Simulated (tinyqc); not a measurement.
Coupled-perturbed Hartree-Fock on RHF in the sto-6g basis, for H4, spin multiplicity 1, step by step. Computed by tinyqc, a small Python program that keeps every step (integrals from PySCF). Settings: charge = 0, multiplicity = 1, basis = sto-6g, method = RHF, energy threshold = 1e-10, iteration cap = 77, orthogonalisation = symmetric, start = atomic densities, DIIS depth = 6. Command: `OMP_NUM_THREADS=1 python tinyqc.py 27754 27755 out.jsonl` (the two numbers bound the seeds that draw the settings). One thread of a shared host (Intel(R) Xeon(R) Processor @ 2.60GHz), about 0.1 s of CPU time with the checks. The early iterations of the SCF are left out here.

## One-electron integrals

Geometry (angstrom):
```
atom       x       y       z
H     0.0000  0.0000  0.0000
H     0.0000  0.0000  0.8810
H     0.0000  0.0000  2.3930
H     0.0000  0.0000  3.2740
```

Basis sto-6g: exponents (1/bohr^2) and contraction coefficients of normalised primitives:
```
element  l (shell)  exponent  coefficient
H            s (1)   35.5232       0.0092
H            s (1)    6.5131       0.0494
H            s (1)    1.8221       0.1685
H            s (1)    0.6260       0.3706
H            s (1)    0.2431       0.4165
H            s (1)    0.1001       0.1303
```

Overlap, kinetic and nuclear-attraction integrals over the contracted functions; the nuclear repulsion is the sum of Za Zb / Rab.

nuclear repulsion = 2.155196 hartree

overlap S, order 1H 1s, 2H 1s, 3H 1s, 4H 1s:
$$\begin{pmatrix}
1.0000 & 0.5691 & 0.0627 & 0.0131 \\
0.5691 & 1.0000 & 0.2525 & 0.0627 \\
0.0627 & 0.2525 & 1.0000 & 0.5691 \\
0.0131 & 0.0627 & 0.5691 & 1.0000
\end{pmatrix}$$

kinetic energy T (hartree), order 1H 1s, 2H 1s, 3H 1s, 4H 1s:
$$\begin{pmatrix}
0.7685 & 0.1604 & -0.0110 & -0.0039 \\
0.1604 & 0.7685 & 0.0080 & -0.0110 \\
-0.0110 & 0.0080 & 0.7685 & 0.1604 \\
-0.0039 & -0.0110 & 0.1604 & 0.7685
\end{pmatrix}$$

nuclear attraction V (hartree), order 1H 1s, 2H 1s, 3H 1s, 4H 1s:
$$\begin{pmatrix}
-2.1933 & -1.2268 & -0.1175 & -0.0236 \\
-1.2268 & -2.3804 & -0.4953 & -0.1175 \\
-0.1175 & -0.4953 & -2.3804 & -1.2268 \\
-0.0236 & -0.1175 & -1.2268 & -2.1933
\end{pmatrix}$$

core Hamiltonian H = T + V (hartree), order 1H 1s, 2H 1s, 3H 1s, 4H 1s:
$$\begin{pmatrix}
-1.4248 & -1.0664 & -0.1285 & -0.0275 \\
-1.0664 & -1.6118 & -0.4873 & -0.1285 \\
-0.1285 & -0.4873 & -1.6118 & -1.0664 \\
-0.0275 & -0.1285 & -1.0664 & -1.4248
\end{pmatrix}$$

## Two-electron integrals

Functions are numbered as in S; the eight-fold symmetry (ij|kl) = (ji|kl) = (kl|ij) leaves the list below.

Two-electron integrals (ij|kl) in chemists' order, unique and non-zero (hartree):
```
(11|11) 0.7750     (21|11) 0.3676     (21|21) 0.2136     (22|11) 0.5184
(22|21) 0.3676     (22|22) 0.7750     (31|11) 0.0263     (31|21) 0.0171
(31|22) 0.0341     (31|31) 0.0018     (32|11) 0.0826     (32|21) 0.0600
(32|22) 0.1347     (32|31) 0.0078     (32|32) 0.0360     (33|11) 0.2210
(33|21) 0.1549     (33|22) 0.3433     (33|31) 0.0263     (33|32) 0.1347
(33|33) 0.7750     (41|11) 0.0045     (41|21) 0.0030     (41|22) 0.0060
(41|31) 3.48e-04   (41|32) 0.0015     (41|33) 0.0060     (41|41) 6.99e-05
(42|11) 0.0169     (42|21) 0.0120     (42|22) 0.0263     (42|31) 0.0017
(42|32) 0.0078     (42|33) 0.0341     (42|41) 3.48e-04   (42|42) 0.0018
(43|11) 0.1068     (43|21) 0.0725     (43|22) 0.1549     (43|31) 0.0120
(43|32) 0.0600     (43|33) 0.3676     (43|41) 0.0030     (43|42) 0.0171
(43|43) 0.2136     (44|11) 0.1616     (44|21) 0.1068     (44|22) 0.2210
(44|31) 0.0169     (44|32) 0.0826     (44|33) 0.5184     (44|41) 0.0045
(44|42) 0.0263     (44|43) 0.3676     (44|44) 0.7750
```

## Orthogonalisation

S = U s U^T; symmetric (Loewdin) form X = U s^(-1/2) U^T, so that X^T S X = 1.

eigenvalues of S: [0.3469, 0.4897, 1.3875, 1.7759]

X, order 1H 1s, 2H 1s, 3H 1s, 4H 1s:
$$\begin{pmatrix}
1.1643 & -0.3732 & 0.0399 & -0.0115 \\
-0.3732 & 1.1988 & -0.1723 & 0.0399 \\
0.0399 & -0.1723 & 1.1988 & -0.3732 \\
-0.0115 & 0.0399 & -0.3732 & 1.1643
\end{pmatrix}$$

## Iteration 9 (converged): orbitals

converged F (hartree), order 1H 1s, 2H 1s, 3H 1s, 4H 1s:
$$\begin{pmatrix}
-0.3004 & -0.5332 & -0.0798 & -0.0081 \\
-0.5332 & -0.3232 & -0.1970 & -0.0798 \\
-0.0798 & -0.1970 & -0.3232 & -0.5332 \\
-0.0081 & -0.0798 & -0.5332 & -0.3004
\end{pmatrix}$$

Diagonalise F' = X^T F X, C = X C', fill 2 alpha and 2 beta electrons from the bottom; D = 2 C_occ C_occ^T. Each column has its largest component positive (the first on a tie).

F' = X^T F X (hartree):
$$\begin{pmatrix}
0.0091 & -0.5460 & 0.0490 & -0.0058 \\
-0.5460 & 0.0319 & -0.1948 & 0.0490 \\
0.0490 & -0.1948 & 0.0319 & -0.5460 \\
-0.0058 & 0.0490 & -0.5460 & 0.0091
\end{pmatrix}$$

orbital energies (hartree): MO1 -0.5837, MO2 -0.4836, MO3 0.4241, MO4 0.7251

coefficients C, order 1H 1s, 2H 1s, 3H 1s, 4H 1s:
$$\begin{pmatrix}
0.3468 & 0.4497 & 0.7744 & -0.7579 \\
0.4017 & 0.3987 & -0.6489 & 0.9308 \\
0.4017 & -0.3987 & -0.6489 & -0.9308 \\
0.3468 & -0.4497 & 0.7744 & 0.7579
\end{pmatrix}$$

D after iteration 9, order 1H 1s, 2H 1s, 3H 1s, 4H 1s:
$$\begin{pmatrix}
0.6451 & 0.6372 & -0.0800 & -0.1639 \\
0.6372 & 0.6406 & 0.0048 & -0.0800 \\
-0.0800 & 0.0048 & 0.6406 & 0.6372 \\
-0.1639 & -0.0800 & 0.6372 & 0.6451
\end{pmatrix}$$

## Convergence

Stop when the energy changes by less than 1e-10 hartree and every element of the error matrix X^T (F D S - S D F) X is below 3e-06.

Course of the cycle:
```
iteration  E (hartree)     change  largest element of the error matrix
1            -1.538991          -                             1.77e-02
2            -2.198511  -6.60e-01                             3.60e-02
3            -2.196867   1.64e-03                             5.12e-02
4            -2.200025  -3.16e-03                             7.01e-03
5            -2.200085  -5.94e-05                             6.37e-04
6            -2.200085  -3.95e-07                             2.83e-04
7            -2.200085  -5.77e-08                             1.81e-04
8            -2.200085  -3.99e-08                             2.95e-06
9            -2.200085  -1.09e-11                             3.03e-07
```

PySCF RHF in the same basis = -2.200085 hartree

Converged in 9 iterations.

## Integrals over molecular orbitals

(pq|rs) = sum C_ip C_jq C_kr C_ls (ij|kl), one index at a time.

one-electron integrals over orbitals h = C^T H C (hartree):
$$\begin{pmatrix}
-1.6926 & 0.0000 & 0.1086 & 0.0000 \\
0.0000 & -1.5954 & 0.0000 & -0.1005 \\
0.1086 & 0.0000 & -1.1080 & 0.0000 \\
0.0000 & -0.1005 & 0.0000 & -0.9070
\end{pmatrix}$$

Two-electron integrals over orbitals (pq|rs), unique and non-zero (hartree):
```
(11|11) 0.4425    (21|21) 0.2065    (22|11) 0.4365    (22|22) 0.4454
(31|11) -0.0402   (31|22) -0.0033   (31|31) 0.1044    (32|21) 0.0618
(32|32) 0.0987    (33|11) 0.4332    (33|22) 0.4344    (33|31) -0.0121
(33|33) 0.4515    (41|21) 0.0170    (41|32) -0.0783   (41|41) 0.0883
(42|11) 0.0500    (42|22) 0.0175    (42|31) -0.1024   (42|33) 0.0151
(42|42) 0.1073    (43|21) -0.1993   (43|32) -0.0634   (43|41) -0.0144
(43|43) 0.2121    (44|11) 0.4596    (44|22) 0.4543    (44|31) -0.0441
(44|33) 0.4656    (44|42) 0.0546    (44|44) 0.5011
```

## Response to a field: uncoupled start

dipole integrals <a|z|i> (bohr), order a3, a4:
$$\begin{pmatrix}
0.0000 & -1.3964 \\
0.5762 & 0.0000
\end{pmatrix}$$

Field along z; U_ai = -mu_ai / (e_a - e_i), alpha = -4 sum U_ai mu_ai.

uncoupled U, order a3, a4:
$$\begin{pmatrix}
0.0000 & 1.5385 \\
-0.4403 & 0.0000
\end{pmatrix}$$

uncoupled polarisability = 9.6079 bohr^3

## Coupled step 1

U_ai = -(mu_ai + sum_bj [4 (ai|bj) - (ab|ij) - (aj|bi)] U_bj) / (e_a - e_i); alpha = -4 sum U_ai mu_ai.

U after step 1, order a3, a4:
$$\begin{pmatrix}
0.0000 & 1.7675 \\
-0.4923 & 0.0000
\end{pmatrix}$$

polarisability = 11.0073 bohr^3

## Coupled step 2

As before.

U after step 2, order a3, a4:
$$\begin{pmatrix}
0.0000 & 1.8018 \\
-0.4980 & 0.0000
\end{pmatrix}$$

polarisability = 11.2120 bohr^3

## Coupled polarisability

Repeat until U stops changing; compare with -d2E/dF2.

Course of the coupled iterations:
```
step  alpha (bohr^3)
0             9.6079
1            11.0073
2            11.2120
3            11.2421
4            11.2465
5            11.2472
6            11.2473
7            11.2473
8            11.2473
9            11.2473
10           11.2473
11           11.2473
```

coupled polarisability = 11.2473 bohr^3

finite-field check, fields of +/-0.001 au = 11.2473 bohr^3
